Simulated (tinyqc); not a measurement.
Current crowding under a contact, resistor ladder against the transmission-line model: one step of the calculation.

A metal contact of length d and width W on a thin layer of the same width. The metal has no resistance, the sheet resistance under it equals Rsh, and current enters the layer at the front edge x = 0.

Question. Voltages and the share of the current. Cut the contact into n cells of length hc = d/n. Neighbouring cell centres are joined by a = W/(Rsh hc), each centre joins the metal (0 V) by g = W hc/rc, and I enters cell 1 through half a cell: -a v_(i-1) + b_i v_i - a v_(i+1) = I for i = 1 and 0 otherwise, b_i = g + 2 a (g + a at both ends). Rc = v_1/I + 1/(2 a). Cell i passes g v_i to the metal.

Parameters, values chosen for the exercise: cells n = 7; current I = 2 mA.

a = 0.033723958 S
g = 0.014095238 S

```
cell,b_i (S)
1,0.047819196
2,0.081543155
3,0.081543155
4,0.081543155
5,0.081543155
6,0.081543155
7,0.047819196
```

Find: v_i; share of the current; Rc of the ladder.

Answer.

```
cell,v_i (mV),share of the current (%)
1,66.78,47.06
2,35.39,24.94
3,18.78,13.24
4,10.03,7.07
5,5.47,3.85
6,3.19,2.25
7,2.25,1.59
```

Rc of the ladder = 48.22 ohm

The first cell passes 47.1 % of the current and the last 1.59 %; an even spread would give 14.3 % each.

Program tinyqc, `OMP_NUM_THREADS=1 python tinyqc.py 2760073 2760074 out.jsonl`; Intel Xeon 2.30GHz, shared host, one thread, about 0.01 s.
